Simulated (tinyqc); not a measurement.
Size effects in the resistivity of thin metal films and interconnect lines: one step, computed by the program tinyqc. Command: `OMP_NUM_THREADS=1 python tinyqc.py 3012513 3012514 out.jsonl size walk`. One thread of a shared host (Intel(R) Xeon(R) Processor @ 2.30GHz), about 0.01 s of CPU time with the checks.

Electrons lose their drift at surfaces (a share 1 - p of the hits) and at grain boundaries (reflection R), besides bulk scattering. The line sits in a trench with a non-conducting liner on both walls and the bottom; the spacing equals the drawn width.

Problem. Grain boundaries. Mayadas-Shatzkes: alpha = (lambda/D) R/(1 - R); rho_b/rho = 1 - 3 alpha/2 + 3 alpha^2 - 3 alpha^3 ln(1 + 1/alpha).

Inputs (values chosen for the exercise, modelled on aluminium): bulk mean free path lambda = 19.5 nm; grain-boundary reflection R = 0.19.

Geometry: line.

grain size D = 65.74 nm

Give: alpha; rho/rho_b from grains.

Solution.

alpha = 0.06958

rho/rho_b from grains = 1.102

The linear estimate 1 + 3 alpha/2 gives 1.104, within 2 %.
